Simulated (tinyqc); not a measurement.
Inside a calculation. Method: sp3 tight binding, zinc-blende lattice. One step of it, computed by the program tinyqc.

Task: Bloch Hamiltonian at X. Slater-Koster rules over the four bonds with direction cosines (l, m, n): ss V_ss; s-px l V_sp; px-s -l V_sp; px-px l^2 V_pps + (1 - l^2) V_ppp; px-py l m (V_pps - V_ppp); each times exp(i k.d).

Parameters chosen for this model: zinc-blende lattice, anion at 0, cation at a/4 (1,1,1); V = eta hbar^2 / (m d^2), hbar^2/m = 7.619964 eV angstrom^2:

| parameter | value | unit |
|---|---|---|
| a | 4.080000 | angstrom |
| d | 1.766692 | angstrom |
| Es anion | -14.360000 | eV |
| Ep anion | -6.610000 | eV |
| Es cation | -14.360000 | eV |
| Ep cation | -6.610000 | eV |
| eta ss | -1.410000 |  |
| eta sp | 1.430000 |  |
| eta pp sigma | 2.430000 |  |
| eta pp pi | -0.570000 |  |
| V ss | -3.442314 | eV |
| V sp | 3.491141 | eV |
| V pp sigma | 5.932498 | eV |
| V pp pi | -1.391574 | eV |

k point X (2 pi / a): 1  0  0

Give: H(k) at X.

Result:

H(k) at X (eV), lower triangle (Hermitian):
```
                 a s            a px            a py            a pz
a s         -14.3600
a px          0.0000         -6.6100
a py          0.0000          0.0000         -6.6100
a pz          0.0000          0.0000          0.0000         -6.6100
c s           0.0000  0.0000+8.0624i          0.0000          0.0000
c px  0.0000-8.0624i          0.0000          0.0000          0.0000
c py          0.0000          0.0000          0.0000  0.0000-9.7654i
c pz          0.0000          0.0000  0.0000-9.7654i          0.0000

           c s     c px     c py     c pz
c s   -14.3600
c px    0.0000  -6.6100
c py    0.0000   0.0000  -6.6100
c pz    0.0000   0.0000   0.0000  -6.6100
```
